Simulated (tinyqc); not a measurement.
Inside a calculation. Method: Rayleigh-quotient iteration on a symmetric matrix. One step of it, computed by the program tinyqc.

Question. Step 2. solve (A - shift) w = v; v' = w/|w| with its largest component positive (the first on a tie); lambda = v'^T A v'; the next shift is lambda.

A:
```
[[0.308000, -1.155000, 1.059000, -0.077000],
 [-1.155000, 2.997000, 0.203000, 0.115000],
 [1.059000, 0.203000, 4.041000, 0.200000],
 [-0.077000, 0.115000, 0.200000, 5.279000]]
```

vector after step 1: [0.915199, 0.337447, -0.219022, 0.023868]

Rayleigh quotient after step 1 = -0.375456

Give: vector after step 2; Rayleigh quotient after step 2.

Answer.

vector after step 2: [0.9153, 0.3269, -0.2350, 0.0141]

Rayleigh quotient after step 2 = -0.3777
